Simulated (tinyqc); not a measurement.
Comparisons within one model: heterojunction of two tight-binding chains. A value that a table varies takes the place of the one given here.

Left chain: hopping -t1, sites at 2 t1 (band bottom 0). Right chain: hopping -t2, sites at dE + 2 t2 (bottom dE). t = c/(m a^2), c = hbar^2/2m0. The bond across the interface is -tc with tc = f sqrt(t1 t2), and the last left site has the extra energy U. In a chain E = bottom + 2t (1 - cos(ka)); the surface Green function of a half chain is g = -exp(ika)/t, with Im k > 0 where cos(ka) > 1.

Constants: hbar^2/2m0 = 3.80998211 eV angstrom^2.

Inputs chosen for the exercise (masses and offset of the size met at Si / SiGe; the results hold for these values, not for the real material): a = 5.65 angstrom (site spacing); m1 = 0.199 m0 (mass on the left); m2 = 0.192 m0 (mass on the right); dE = 0.14 eV (band offset); f = 1 (factor on the interface hopping); U = 0 eV (extra energy on the last left site); E = 0.25 eV (electron energy).

## Transmission against energy, and which matching rule a chain obeys

Chain A is the junction as given; chain B has tc = sqrt(t1 t2) and U = 0; chain C has tc = t2 and U = t2 - t1, the finite-difference form of -d/dx (c/m) d/dx. Continuum formulas T = 4 x y/(x + y)^2 with parabolic k: x, y = k/m on each side (BenDaniel-Duke) or x, y = k (slope continuous).

T:
```
E - dE (eV)  E (eV)  chain A  chain B  chain C  k/m matched  k matched
0.002         0.142   0.3652   0.3652   0.3757       0.3847     0.3740
0.005         0.145   0.5110   0.5110   0.5239       0.5349     0.5219
0.010         0.150   0.6339   0.6339   0.6476       0.6593     0.6455
0.020         0.160   0.7539   0.7539   0.7673       0.7785     0.7653
0.050         0.190   0.8819   0.8819   0.8925       0.9015     0.8912
0.100         0.240   0.9428   0.9428   0.9506       0.9572     0.9498
0.200         0.340   0.9752   0.9752   0.9804       0.9849     0.9802
0.400         0.540   0.9893   0.9893   0.9926       0.9956     0.9930
```

Chain C follows the k/m rule within 0.0116 and chain B the plain k rule within 0.0116, while the two rules differ by up to 0.0138: in B the self-energy of the right side is -t1 exp(i k2 a), so only k2 enters, and in C it is -t2 exp(i k2 a), which carries 1/m2. Chain A is chain B here.

## When the interface binds a state

A state below both bands solves E - 2 t1 - U - S1(E) - S2(E) = 0 for E < 0, with S1 = -t1 z1, S2 = -(tc^2/t2) z2 and |z| < 1 the decaying root of z + 1/z = 2 - (E - bottom)/t. Decay lengths -a/ln|z|. The threshold is the U that solves the equation at E = 0. A dash: no bound state.

Interface state:
```
U (eV)   E (eV)  decay left (angstrom)  decay right (angstrom)
-0.07         -                      -                       -
-0.13         -                      -                       -
-0.20         -                      -                       -
-0.25   -0.0010                  141.6                    12.0
-0.29   -0.0057                   57.9                    11.8
-0.36   -0.0209                   30.3                    11.2
-0.45   -0.0492                   19.8                    10.4
-0.67   -0.1463                   11.6                     8.5
```

threshold U = -0.2250 eV

The step pushes the state out, so an attraction must exceed 0.2250 eV to bind; 5 of the 8 rows are bound. At U = -0.67 eV the state decays over 11.6 angstrom to the left and 8.5 to the right, where the band lies higher.

## What each parameter does

T = 4 Im(S1) Im(S2) |G|^2 with G = 1/(E - 2 t1 - U - S1 - S2), S1 = -t1 exp(i k1 a), S2 = -(tc^2/t2) exp(i k2 a). Each row changes one parameter from the base and keeps the others.

Results:
```
case                    T    k1 a    k2 a
base               0.9487  0.6574  0.4238
m1 = 0.2388 m0     0.9246  0.7229  0.4238
m2 = 0.2304 m0     0.9674  0.6574  0.4650
dE = 0.09 eV       0.9829  0.6574  0.5129
f = 0.9            0.9104  0.6574  0.4238
U = 0.2 eV         0.9216  0.6574  0.4238
a = 4.52 angstrom  0.9513  0.5224  0.3381
```

The largest shifts from the base row, up to three for each result and ties (the steps differ in size, so this ranks the rows, not the parameters). T: f -0.0383, dE +0.0342, U -0.0271. k1 a: a -0.1350, m1 +0.0655; unchanged at the printed digits by m2, dE, f and U. k2 a: dE +0.0891, a -0.0857, m2 +0.0412; unchanged at the printed digits by m1, f and U.

Program tinyqc; command `OMP_NUM_THREADS=1 python tinyqc.py 1452101 1452102 out.jsonl`; about 0.01 s on one thread of a shared Intel(R) Xeon(R) Processor @ 2.30GHz.
